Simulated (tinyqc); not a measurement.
Doping density: delta-doped layer in the Thomas-Fermi potential.

All donors ionised in the plane z = 0, zero temperature, energies from the Fermi level EF of the Thomas-Fermi model, which lies at the bulk band edge; c = hbar^2/2m0, q = e^2/(4 pi eps0). gv = 4 equivalent valleys, m_d = sqrt(m3^3/mz) in the plane. With n = (gv/3 pi^2)(m3 (-V)/c)^(3/2) and V'' = -(4 pi q/eps) n for z > 0, the solution is V = -b/(|z| + z0)^4 with sqrt(b) = 20/K, K = (4 pi q/eps)(gv/3 pi^2)(m3/c)^(3/2), and z0^5 = 4b/(e F0), e F0 = 2 pi q N/eps; 1e13/cm^2 = 1e-3/angstrom^2. Exchange and correlation are left out.

Subbands solve -(c/m_z) psi'' + V psi = E psi on 1280 points of spacing z0/80; up to ten levels for each group, kept if bound with an rms width below 2.5 z0.

Constants: hbar^2/2m0 = 3.80998211 eV angstrom^2; e^2/(4 pi eps0) = 14.39964547 eV angstrom.

Values chosen for the exercise (near those of a delta-doped layer in Ge; shifted at random, so the results belong to these values and not to a real crystal): m3 = 0.215 m0 (density-of-states mass of a valley); mz = 0.116 m0 (mass along z); eps = 15.8 (dielectric constant); Nl = (0.26, 0.52, 1, 1.8, 3.1, 5.2, 8.3) x 1e13/cm^2 (sheet densities).

The well, the lowest level and the filling anew; at zero temperature n_i = g m_d (mu - E_i)/(2 pi c), with mu fixed by sum n_i = N.

Results:

| N (1e13/cm^2) | z0 (angstrom) | depth (eV) | lowest (eV) | next - lowest (eV) | occupied | share of lowest (%) |
|---|---|---|---|---|---|---|
| 0.26 | 75.8 | 0.0282 | -0.0060 | - | 1 | 100.0 |
| 0.52 | 66.0 | 0.0491 | -0.0119 | - | 1 | 100.0 |
| 1.0 | 57.9 | 0.0829 | -0.0226 | - | 1 | 100.0 |
| 1.8 | 51.5 | 0.1326 | -0.0399 | - | 1 | 100.0 |
| 3.1 | 46.2 | 0.2048 | -0.0671 | - | 1 | 100.0 |
| 8.3 | 37.9 | 0.4504 | -0.1693 | 0.1615 | 2 | 97.6 |

Give the missing row, N (1e13/cm^2) = 5.2.

Computed row:
```
N (1e13/cm^2)  z0 (angstrom)  depth (eV)  lowest (eV)  next - lowest (eV)  occupied  share of lowest (%)
5.2                     41.6      0.3098      -0.1093              0.1066         1                100.0
```

The depth grows as N^(4/5) and z0 shrinks as N^(-1/5): factors 16.0 and 2.00 for 32 times the doping. The lowest level deepens faster, with exponent 0.97, since the zero-point energy takes a smaller share of a deeper well (79 % falling to 62 %). The number of occupied subbands is 1 in the first row and 2 in the last. Up to N = 0.26 the donor spacing exceeds 1.5 Bohr radii (one radius, a0 eps/m with the density-of-states mass, is 39 angstrom), where a uniform sheet is a crude picture of discrete donors (beyond about three radii electrons stay on single donors).

Run: tinyqc, `OMP_NUM_THREADS=1 python tinyqc.py 1280652 1280653 out.jsonl`; Intel(R) Xeon(R) Processor @ 2.30GHz, one thread, shared host; about 0.1 s of CPU time with all checks.
